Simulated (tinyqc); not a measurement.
The 3-omega method: a line heater on a substrate with a thin film: one step, computed by the program tinyqc. Command: `OMP_NUM_THREADS=1 python tinyqc.py 3025258 3025259 out.jsonl threeomega walk`. One thread of a shared host (Intel(R) Xeon(R) Processor @ 2.30GHz), about 0.01 s of CPU time with the checks.

A current at angular frequency omega = 2 pi f heats the line at 2 omega with the amplitude P per length; the temperature swing Delta T at 2 omega gives a voltage at 3 omega. The substrate is taken as semi-infinite and isotropic, and the heat capacity of heater and film is left out.

Problem. Temperature swing of the bare substrate. Delta T_s = (P/(pi kappa)) int_0^infinity (sin x/x)^2 / sqrt(x^2 + (q b)^2) dx with (q b)^2 = i |q b|^2, averaged over the heater width (12 Gauss-Legendre points on each of the pieces 0, 14 log-spaced edges from 1e-5 to 1, and multiples of pi to 40 pi; the tail adds 1/(4 (40 pi)^2)). For |q| b much below 1: Delta T_s = (P/(pi kappa)) [-ln(|q| b) + eta - i pi/4], eta = 3/2 - C_E = 0.92278, with Euler's C_E = 0.5772157.

Inputs (values chosen for the exercise, modelled on a low-k dielectric on silica): substrate conductivity kappa = 1.32 W/(m K); substrate heat capacity C = 1.66 1e6 J/(m^3 K); heater half-width b = 11 micrometre; power amplitude per length P = 4.1 W/m; current frequency f = 610 Hz.

|q| b = 1.080015

Give: in-phase Delta T_s; out-of-phase Delta T_s; in-phase, narrow-line form; out-of-phase, narrow-line form.

Solution.

in-phase Delta T_s = 0.95891 K

out-of-phase Delta T_s = -0.58262 K

in-phase, narrow-line form = 0.83624 K

out-of-phase, narrow-line form = -0.77652 K

The narrow-line form misses the in-phase part by -12.79 % and the out-of-phase part by +33.3 % at |q| b = 1.080.
